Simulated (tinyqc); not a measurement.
Monte Carlo simulation of one carrier in a uniform electric field: one step, computed by the program tinyqc.

The force e F acts along +z. Flights end at the constant total rate Gamma; the part of Gamma that the real rates do not fill is self-scattering, which leaves k unchanged. One valley, no impurities; equivalent final valleys enter only through Z_f in the optical rate.

Problem. Flight 1. Parabolic band: E = hbar^2 k^2/(2 m), speed v = hbar k/m, states per spin, volume and energy g(E) = m k/(2 pi^2 hbar^2). Masses are multiplied by m_0 and all formulas are in SI units. Flight: t = -ln(r1)/Gamma; k_z grows by e F t/hbar; E follows from the band; dz = (E_end - E_start)/(e F). Use row 1 of the random numbers.

Inputs (values chosen for the exercise, modelled on holes in silicon): effective mass m = 0.507 m_0; lattice temperature T = 300 K; electric field F = 11 kV/cm.

Crystal: non-polar. Band: parabolic.

starting wave vector (1/nm): [0.2, 0.053, -0.16]

Random numbers (0.02 to 0.98, from up to 60 sets tried for early real events), one row a flight:
```
,r1,r2,r3,r4
1,0.2482,0.5992,0.8748,0.0529
2,0.1941,0.2357,0.0891,0.3614
3,0.6324,0.3214,0.9488,0.6706
4,0.2924,0.8267,0.9505,0.9402
5,0.1400,0.2279,0.2191,0.3057
6,0.1531,0.3778,0.4168,0.9404
7,0.4443,0.8479,0.7881,0.3373
```

Gamma = 42.36477 1e12/s

Constants: e = 1.602176634e-19 C; hbar = 1.054571817e-34 J s; m_0 = 9.1093837015e-31 kg.

Give: flight time t; k at the end of the flight; energy at the end; displacement dz.

Solution.

flight time t = 32.893 fs

k at the end of the flight (1/nm): [0.20000, 0.05300, -0.10503]

energy at the end = 4.0459 meV

displacement dz = -0.99529 nm
